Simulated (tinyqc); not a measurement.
Inside a calculation. Method: plane-wave Kohn-Sham cycle with exchange-only LDA in a layered model solid. Computed by tinyqc, a small Python program that keeps every step. Settings: points = 16, plane-wave index or count = 3, electrons = 4, k points = 3, area = 34.0, mixing = 0.1, iteration cap = 56. Command: `OMP_NUM_THREADS=1 python tinyqc.py 24762 24763 out.jsonl` (the two numbers bound the seeds that draw the settings). One thread of a shared host (Intel(R) Xeon(R) Processor @ 2.60GHz), about 0.02 s of CPU time with the checks. Later iterations appear only in the table of the cycle.

## Iteration 1: potential

A solid whose potential varies along x alone (atomic units):
```
parameter                      value
period a                   10.700000
cross-section of the cell  34.000000
electrons per cell                 4
grid points                       16
plane waves -n..n, n               3
k points                           3
V1 in V1 cos(2 pi x/a)     -0.590000
V2 in V2 cos(4 pi x/a)      0.140000
```

density at the start, on the grid x_j = j a/N (e/bohr^3): [0.01099505, 0.01099505, 0.01099505, 0.01099505, 0.01099505, 0.01099505, 0.01099505, 0.01099505, 0.01099505, 0.01099505, 0.01099505, 0.01099505, 0.01099505, 0.01099505, 0.01099505, 0.01099505]

V_H(G) = 4 pi rho(G)/G^2 for G != 0 (uniform background); v_x = -(3 rho/pi)^(1/3); V = V_ext + V_H + v_x; Fourier components f(G_m) = (1/N) sum_j f(x_j) exp(-i G_m x_j).

Potentials on the grid (hartree):
```
x              V_ext       V_H        v_x          V
0.000000   -0.450000  0.000000  -0.218972  -0.668972
0.668750   -0.446094  0.000000  -0.218972  -0.665066
1.337500   -0.417193  0.000000  -0.218972  -0.636165
2.006250   -0.324778  0.000000  -0.218972  -0.543751
2.675000   -0.140000  0.000000  -0.218972  -0.358972
3.343750    0.126788  0.000000  -0.218972  -0.092184
4.012500    0.417193  0.000000  -0.218972   0.198221
4.681250    0.644084  0.000000  -0.218972   0.425111
5.350000    0.730000  0.000000  -0.218972   0.511028
6.018750    0.644084  0.000000  -0.218972   0.425111
6.687500    0.417193  0.000000  -0.218972   0.198221
7.356250    0.126788  0.000000  -0.218972  -0.092184
8.025000   -0.140000  0.000000  -0.218972  -0.358972
8.693750   -0.324778  0.000000  -0.218972  -0.543751
9.362500   -0.417193  0.000000  -0.218972  -0.636165
10.031250  -0.446094  0.000000  -0.218972  -0.665066
```

V(G_m), m = 0, 1, 2, ... (hartree): [-0.218972, -0.295000, 0.070000, 0.000000, 0.000000, 0.000000, 0.000000]

## Iteration 1: Hamiltonian at one k

k = 0.000000 2 pi / a

H(m,m') = (k + G_m)^2/2 delta + V(G_m - G_m'), with V(-G) = V(G).

H (hartree), order -3, -2, -1, +0, +1, +2, +3:
$$\begin{pmatrix}
1.332717 & -0.295000 & 0.070000 & 0.000000 & 0.000000 & 0.000000 & 0.000000 \\
-0.295000 & 0.470667 & -0.295000 & 0.070000 & 0.000000 & 0.000000 & 0.000000 \\
0.070000 & -0.295000 & -0.046563 & -0.295000 & 0.070000 & 0.000000 & 0.000000 \\
0.000000 & 0.070000 & -0.295000 & -0.218972 & -0.295000 & 0.070000 & 0.000000 \\
0.000000 & 0.000000 & 0.070000 & -0.295000 & -0.046563 & -0.295000 & 0.070000 \\
0.000000 & 0.000000 & 0.000000 & 0.070000 & -0.295000 & 0.470667 & -0.295000 \\
0.000000 & 0.000000 & 0.000000 & 0.000000 & 0.070000 & -0.295000 & 1.332717
\end{pmatrix}$$

## Iteration 1: levels at that k

Diagonalise the Hermitian matrix.

eigenvalues (hartree): [-0.542793, -0.240772, 0.089090, 0.487682, 0.615925, 1.439911, 1.445626]

## Iteration 1: new density

Motion across x is left out: the lowest 2 band(s) hold two electrons at each of the k points (j + 1/2)/nk - 1/2. Residual R = rho(out) - rho(in); rho(new) = rho(in) + 0.1 R. rho(out) = 2/(a A nk) sum |psi|^2 with psi = sum c exp(i G x). Harris energy E = band energy - dV sum rho (V_H/2 + v_x) + (3/4) dV sum rho v_x with rho(in), dV = a A/N, band energy = (2/nk) sum of the filled levels.

rho(out) (e/bohr^3): [0.01775433, 0.02047222, 0.02324686, 0.01925081, 0.01076567, 0.00403418, 0.00104592, 0.00022300, 0.00008921, 0.00022300, 0.00104592, 0.00403418, 0.01076567, 0.01925081, 0.02324686, 0.02047222]

density after iteration 1 (e/bohr^3): [0.01167098, 0.01194277, 0.01222023, 0.01182063, 0.01097211, 0.01029896, 0.01000014, 0.00991785, 0.00990447, 0.00991785, 0.01000014, 0.01029896, 0.01097211, 0.01182063, 0.01222023, 0.01194277]

energy per cell = -1.35125486 hartree

## Iteration 2: potential

As before.

Potentials on the grid (hartree):
```
x              V_ext        V_H        v_x          V
0.000000   -0.450000   0.042246  -0.223371  -0.631125
0.668750   -0.446094   0.040203  -0.225091  -0.630983
1.337500   -0.417193   0.032827  -0.226821  -0.611187
2.006250   -0.324778   0.018911  -0.224321  -0.530189
2.675000   -0.140000   0.000575  -0.218820  -0.358245
3.343750    0.126788  -0.017728  -0.214250  -0.105190
4.012500    0.417193  -0.032303  -0.212158   0.172733
4.681250    0.644084  -0.041386  -0.211574   0.391124
5.350000    0.730000  -0.044445  -0.211479   0.474076
6.018750    0.644084  -0.041386  -0.211574   0.391124
6.687500    0.417193  -0.032303  -0.212158   0.172733
7.356250    0.126788  -0.017728  -0.214250  -0.105190
8.025000   -0.140000   0.000575  -0.218820  -0.358245
8.693750   -0.324778   0.018911  -0.224321  -0.530189
9.362500   -0.417193   0.032827  -0.226821  -0.611187
10.031250  -0.446094   0.040203  -0.225091  -0.630983
```

V(G_m), m = 0, 1, 2, ... (hartree): [-0.218808, -0.276732, 0.069924, 0.000402, 0.000211, 0.000026, 0.000006]

## Iteration 2: Hamiltonian at one k

k = 0.000000 2 pi / a

As before.

H (hartree), order -3, -2, -1, +0, +1, +2, +3:
$$\begin{pmatrix}
1.332881 & -0.276732 & 0.069924 & 0.000402 & 0.000211 & 0.000026 & 0.000006 \\
-0.276732 & 0.470832 & -0.276732 & 0.069924 & 0.000402 & 0.000211 & 0.000026 \\
0.069924 & -0.276732 & -0.046398 & -0.276732 & 0.069924 & 0.000402 & 0.000211 \\
0.000402 & 0.069924 & -0.276732 & -0.218808 & -0.276732 & 0.069924 & 0.000402 \\
0.000211 & 0.000402 & 0.069924 & -0.276732 & -0.046398 & -0.276732 & 0.069924 \\
0.000026 & 0.000211 & 0.000402 & 0.069924 & -0.276732 & 0.470832 & -0.276732 \\
0.000006 & 0.000026 & 0.000211 & 0.000402 & 0.069924 & -0.276732 & 1.332881
\end{pmatrix}$$

## Iteration 2: levels at that k

As before.

eigenvalues (hartree): [-0.515494, -0.227456, 0.090293, 0.486439, 0.600806, 1.428192, 1.433043]

## Iteration 2: new density

As before.

rho(out) (e/bohr^3): [0.01724064, 0.01991433, 0.02287136, 0.01939739, 0.01123380, 0.00439910, 0.00119860, 0.00026939, 0.00011225, 0.00026939, 0.00119860, 0.00439910, 0.01123380, 0.01939739, 0.02287136, 0.01991433]

density after iteration 2 (e/bohr^3): [0.01222795, 0.01273992, 0.01328535, 0.01257830, 0.01099828, 0.00970898, 0.00911998, 0.00895300, 0.00892525, 0.00895300, 0.00911998, 0.00970898, 0.01099828, 0.01257830, 0.01328535, 0.01273992]

energy per cell = -1.27537620 hartree

## Convergence

Stop when sqrt(dV sum R^2) is below 1e-8, dV = a A/N.

Course of the cycle:
```
iteration  E (hartree)  norm of the residual
1          -1.35125486              1.72e-01
2          -1.27537620              1.51e-01
3          -1.21761236              1.33e-01
4          -1.17395443              1.16e-01
5          -1.14117246              1.02e-01
6          -1.11670408              8.90e-02
7          -1.09854176              7.80e-02
8          -1.08512949              6.84e-02
9          -1.07527260              6.01e-02
10         -1.06806160              5.28e-02
11         -1.06280937              4.66e-02
...                ...                   ...
46         -1.04968799              1.15e-03
47         -1.04968872              1.04e-03
48         -1.04968933              9.36e-04
49         -1.04968984              8.45e-04
50         -1.04969026              7.63e-04
51         -1.04969061              6.89e-04
52         -1.04969089              6.22e-04
53         -1.04969113              5.62e-04
54         -1.04969132              5.07e-04
55         -1.04969148              4.58e-04
56         -1.04969162              4.13e-04
```

Not converged within 56 iterations: the residual falls steadily but slowly, by a factor of about 0.90 a step. Reruns (cap 100 unless said): mixing 0.5, Kerker q0 1.0: converged in 88 (E = -1.04969); mixing 0.3, Pulay depth 5: converged in 10 (E = -1.04969); the original settings with a cap of 400: converged in 160 (E = -1.04969).
